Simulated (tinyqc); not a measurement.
Film thickness from the threshold shift.

Question. Undoped body with a flat potential across it, hard walls, transport along x. Three valley pairs (g = 2 each) with the longitudinal mass along x, y or z. Non-parabolicity enters the subband edges through E (1 + al E) = gamma, so E = 2 gamma/(1 + sqrt(1 + 4 al gamma)); motion within a subband is taken as parabolic with the band-edge mass. Energies are counted from the bulk band edge. gamma = C (pi k/(t + dl))^2/mz, C = hbar^2/(2 m0). Each subband has N_k = g sqrt(mx my) m0 kB T/(pi hbar^2); without degeneracy n = exp(EF/Vt) sum N_k exp(-E_k/Vt). Classical value Nc times t, Nc = sum over valleys of 2 g (m m0 kB T/(2 pi hbar^2))^1.5 with m = (mx my mz)^(1/3). Threshold shift dVT = Vt ln(classical value/sum N_k exp(-E_k/Vt)). Find t and the lowest subband edge.

Parameters, values chosen for the exercise; masses close to those of silicon:
- T = 77 K (temperature)
- ml = 0.913 m0 (longitudinal mass)
- mt = 0.187 m0 (transverse mass)
- al = 0 1/eV (non-parabolicity)
- dl = 0.2 nm (widening of the box by penetration into the insulator)

Constants: q = 1.602176634e-19 C, kB = 1.380649e-23 J/K, hbar = 1.054571817e-34 J s, m0 = 9.1093837015e-31 kg, Vt = kB T/q, hbar^2/(2 m0) = 0.0380998212 eV nm^2. Results are converted to the units shown.

dVT = 75.571719 mV

Solution. dVT is evaluated for trial values of t with all subbands; between 1.5 and 25 nm one value matches.

t = 2.10 nm
E_1 = 77.9 meV

Numbers from tinyqc (`OMP_NUM_THREADS=1 python tinyqc.py 2350122 2350123 out.jsonl`; about 0.07 s on one thread of a shared Intel Xeon 2.30GHz).
